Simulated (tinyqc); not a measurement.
Worked calculation (part 2 of 2): RHF in the sto-3g basis, for BeH+, spin multiplicity 1. Computed by tinyqc, a small Python program that keeps every step (integrals from PySCF). Command: `OMP_NUM_THREADS=1 python tinyqc.py 29853 29854 out.jsonl` (the two numbers bound the seeds that draw the settings). One thread of a shared host (Intel(R) Xeon(R) Processor @ 2.60GHz), about 0.07 s of CPU time with the checks.

Geometry (angstrom):
```
atom       x       y       z
Be    0.0000  0.0000  0.0000
H     0.0000  0.0000  1.2570
```

## Iteration 28 (converged): orbitals

converged F (hartree):
```
          1Be 1s   1Be 2s  1Be 2px  1Be 2py  1Be 2pz    2H 1s
1Be 1s   -5.0240  -1.4130   0.0000   0.0000   0.0162  -0.4608
1Be 2s   -1.4130  -0.8838   0.0000   0.0000  -0.1627  -0.6185
1Be 2px   0.0000   0.0000  -0.1478   0.0000   0.0000   0.0000
1Be 2py   0.0000   0.0000   0.0000  -0.1478   0.0000   0.0000
1Be 2pz   0.0162  -0.1627   0.0000   0.0000  -0.3584  -0.4797
2H 1s    -0.4608  -0.6185   0.0000   0.0000  -0.4797  -0.6189
```

X:
```
          1Be 1s   1Be 2s  1Be 2px  1Be 2py  1Be 2pz    2H 1s
1Be 1s    1.0275  -0.1454   0.0000   0.0000  -0.0107   0.0175
1Be 2s   -0.1454   1.1913   0.0000   0.0000   0.1799  -0.4054
1Be 2px   0.0000   0.0000   1.0000   0.0000   0.0000   0.0000
1Be 2py   0.0000   0.0000   0.0000   1.0000   0.0000   0.0000
1Be 2pz  -0.0107   0.1799   0.0000   0.0000   1.1964  -0.4440
2H 1s     0.0175  -0.4054   0.0000   0.0000  -0.4440   1.3570
```

Diagonalise F' = X^T F X, C = X C', fill 2 alpha and 2 beta electrons from the bottom; D = 2 C_occ C_occ^T. Each column has its largest component positive (the first on a tie).

F' = X^T F X (hartree):
```
         1        2        3        4        5        6
1  -4.9147  -0.7011   0.0000   0.0000   0.0293  -0.0909
2  -0.7011  -0.4418   0.0000   0.0000   0.0407  -0.4157
3   0.0000   0.0000  -0.1478   0.0000   0.0000   0.0000
4   0.0000   0.0000   0.0000  -0.1478   0.0000   0.0000
5   0.0293   0.0407   0.0000   0.0000  -0.1251  -0.4149
6  -0.0909  -0.4157   0.0000   0.0000  -0.4149  -0.1593
```

orbital energies (hartree): MO1 -5.0269, MO2 -0.7583, MO3 -0.2666, MO4 -0.1478, MO5 -0.1478, MO6 0.4108

coefficients C:
```
             MO1      MO2      MO3      MO4     MO5      MO6
1Be 1s    0.9929  -0.1940  -0.2004   0.0000  0.0000   0.1164
1Be 2s    0.0262   0.5215   0.7702   0.0000  0.0000  -0.8781
1Be 2px   0.0000   0.0000   0.0000   0.8891  0.4576   0.0000
1Be 2py   0.0000   0.0000   0.0000  -0.4576  0.8891   0.0000
1Be 2pz  -0.0022   0.3002  -0.6391   0.0000  0.0000  -1.0782
2H 1s    -0.0007   0.4983  -0.2097   0.0000  0.0000   1.3823
```

D after iteration 28:
```
          1Be 1s   1Be 2s  1Be 2px  1Be 2py  1Be 2pz    2H 1s
1Be 1s    2.0471  -0.1503   0.0000   0.0000  -0.1208  -0.1947
1Be 2s   -0.1503   0.5453   0.0000   0.0000   0.3130   0.5197
1Be 2px   0.0000   0.0000   0.0000   0.0000   0.0000   0.0000
1Be 2py   0.0000   0.0000   0.0000   0.0000   0.0000   0.0000
1Be 2pz  -0.1208   0.3130   0.0000   0.0000   0.1802   0.2992
2H 1s    -0.1947   0.5197   0.0000   0.0000   0.2992   0.4967
```

Within a degenerate level the vectors are fixed only up to a rotation; this is one choice.

## Convergence

Stop when the energy changes by less than 1e-08 hartree and every element of the error matrix X^T (F D S - S D F) X is below 3e-05.

Course of the cycle:
```
iteration  E (hartree)     change  largest element of the error matrix
1           -14.595995          -                             2.48e-01
2           -14.625731  -2.97e-02                             1.46e-01
3           -14.642716  -1.70e-02                             8.79e-02
4           -14.652057  -9.34e-03                             5.39e-02
5           -14.657107  -5.05e-03                             3.38e-02
6           -14.659817  -2.71e-03                             2.17e-02
7           -14.661269  -1.45e-03                             1.43e-02
8           -14.662048  -7.79e-04                             9.65e-03
9           -14.662467  -4.19e-04                             6.65e-03
10          -14.662694  -2.26e-04                             4.66e-03
11          -14.662816  -1.22e-04                             3.33e-03
12          -14.662882  -6.65e-05                             2.40e-03
13          -14.662919  -3.62e-05                             1.75e-03
14          -14.662938  -1.98e-05                             1.31e-03
15          -14.662949  -1.09e-05                             9.80e-04
16          -14.662955  -5.97e-06                             7.35e-04
17          -14.662959  -3.29e-06                             5.51e-04
18          -14.662960  -1.82e-06                             4.14e-04
19          -14.662961  -1.01e-06                             3.11e-04
20          -14.662962  -5.58e-07                             2.33e-04
21          -14.662962  -3.10e-07                             1.75e-04
22          -14.662962  -1.72e-07                             1.31e-04
23          -14.662963  -9.60e-08                             9.87e-05
24          -14.662963  -5.36e-08                             7.41e-05
25          -14.662963  -2.99e-08                             5.57e-05
26          -14.662963  -1.67e-08                             4.18e-05
27          -14.662963  -9.36e-09                             3.14e-05
28          -14.662963  -5.24e-09                             2.36e-05
```

PySCF RHF in the same basis = -14.662963 hartree

Converged in 28 iterations.

## Populations, bond orders and dipole

overlap S:
```
         1Be 1s  1Be 2s  1Be 2px  1Be 2py  1Be 2pz   2H 1s
1Be 1s   1.0000  0.2595   0.0000   0.0000   0.0000  0.0835
1Be 2s   0.2595  1.0000   0.0000   0.0000   0.0000  0.4939
1Be 2px  0.0000  0.0000   1.0000   0.0000   0.0000  0.0000
1Be 2py  0.0000  0.0000   0.0000   1.0000   0.0000  0.0000
1Be 2pz  0.0000  0.0000   0.0000   0.0000   1.0000  0.5478
2H 1s    0.0835  0.4939   0.0000   0.0000   0.5478  1.0000
```

Mulliken: Z minus the diagonal of D S on the atom; Loewdin: the same with S^(1/2) D S^(1/2); Mayer order: 2 sum_s sum (D(s) S)_ij (D(s) S)_ji over the two atoms.

Charges (e):
```
atom  Mulliken  Loewdin
1Be     0.9010   0.9303
2H      0.0990   0.0697
```

Mayer bond orders:
```
pair   order
2-1   0.9902
```

dipole moment about the origin, x y z (debye): 0.0000  0.0000  -2.7780
